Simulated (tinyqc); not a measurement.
Surface potential of a MOS transistor: implicit equation and explicit approximations: two steps of the calculation.

p-type body, charge-sheet picture, depletion and inversion only, full ionisation (an idealisation for deep acceptors), Boltzmann statistics (rough once Na exp(x - xn) passes about Nc/7). In units of Vt: xg = (Vg - Vfb)/Vt, x = psi/Vt, G = gamma/sqrt(Vt), xn = (2 phiF + Vc)/Vt. The implicit equation is (xg - x)^2 = G^2 [x - 1 + exp(x - xn)] for x above about 3. Cox = eps0 eox/tox.

Parameters, values chosen for the exercise; band and dielectric values close to those of silicon:
```
symbol,value,unit,meaning
T,300,K,temperature
Eg,1.11,eV,band gap
eps_r,11.9,,relative permittivity
Nc,2.78e19,cm^-3,conduction-band density of states at T
Nv,2.65e19,cm^-3,valence-band density of states at T
eox,3.9,,relative permittivity of the gate insulator (close to silicon dioxide)
tox,2.3,nm,insulator thickness
Na,1.3e18,cm^-3,acceptor density
Vfb,-0.55,V,flat-band voltage
Vc,1,V,channel-body voltage
Vg,2.67,V,gate-body voltage
```

Constants: q = 1.602176634e-19 C, kB = 1.380649e-23 J/K, Vt = kB T/q, eps0 = 8.8541878128e-14 F/cm where lengths are in cm. Results are converted to the units shown.

Question 1. Scales. ni = sqrt(Nc Nv) exp(-Eg/(2 Vt)), Eg in volts; phiF = Vt ln(Na/ni); gamma = sqrt(2 q eps0 eps_r Na)/Cox; VT = Vfb + Vt (xn + G sqrt(xn - 1)).

Wanted: phiF; gamma; G; xn; VT; xg.

Answer 1.

phiF = 0.47644 V
gamma = 0.44127 V^0.5
G = 2.7445
xn = 75.541
VT = 2.0154 V
xg = 124.56

Question 2. New x. D = exp(x - xn), f = (xg - x)^2 - G^2 (x - 1 + D), f' = -2 (xg - x) - G^2 (1 + D), x(new) = x - f/f'.

x at the start = 97.58
G = 2.7444615
xn = 75.540992
xg = 124.55516

Wanted: D; f; f'; x after iteration 1.

Answer 2.

D = 3.728e9
f = -2.808e10
f' = -2.808e10
x after iteration 1 = 96.58

tinyqc, about 0.01 s, one thread, Intel Xeon 2.30GHz (shared host): `OMP_NUM_THREADS=1 python tinyqc.py 2122087 2122088 out.jsonl`
